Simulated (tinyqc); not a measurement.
Ballistic transport through the one-dimensional subbands of a rectangular nanowire or nanosheet channel: one step, computed by the program tinyqc. Command: `OMP_NUM_THREADS=1 python tinyqc.py 3027279 3027280 out.jsonl wire walk`. One thread of a shared host (Intel(R) Xeon(R) Processor @ 2.30GHz), about 0.02 s of CPU time with the checks.

Hard walls, parabolic subbands, transport along x. Energies are counted from the bulk conduction band edge at the top of the barrier, which the gate pulls down by U; the source Fermi level lies at the bulk edge when U = 0.

Problem. Conductance, capacitance and scattering. Linear conductance G = (2 e^2/h) sum_i g f(eta_i), g = 2, f = 1/(1 + exp(-eta_i)), with the barrier frozen at the eta_i above; current per perimeter I/(2(a + b)); with scattering, transmission lambda/(lambda + L) and low-bias resistance (1 + L/lambda)/G.

Inputs (values chosen for the exercise, modelled on silicon):
```
quantity                                   value  unit
height a                                     4.2    nm
width b                                      7.3    nm
temperature T                                150     K
mean free path for back-scattering lambda     13    nm
channel length L                              23    nm
```

Valleys: silicon [100] wire.

Occupation:
```
subband      eta_i    n_i (1/nm)  I_i (microampere)
1         6.733608  4.040338e-01       1.349005e+01
2         1.785653  1.914958e-01       3.887250e+00
3         1.436555  1.702841e-01       3.304703e+00
4         0.032228  8.605276e-02       1.420936e+00
5        -0.662648  1.214644e-01       8.327331e-01
6        -2.364719  1.229343e-02       1.799097e-01
7        -2.890147  7.456183e-03       1.083223e-01
8        -6.981472  1.294292e-04       1.859827e-03
9        -7.391867  8.588072e-05       1.233980e-03
10       -7.661773  6.557253e-05       9.421525e-04
```

ballistic current I = 23.22794 microampere

Constants: e = 1.602176634e-19 C; h = 6.62607015e-34 J s.

Give: open modes sum g f; ballistic conductance; current per perimeter; transmission; low-bias resistance with scattering.

Solution.

open modes sum g f = 7.3038

ballistic conductance = 565.90 microsiemens

current per perimeter = 1009.9 microampere/micrometre

transmission = 0.36111

low-bias resistance with scattering = 4.8935 kiloohm

Even without scattering the wire has h/(2 e^2 M) = 1.77 kiloohm, which sits in the contacts.
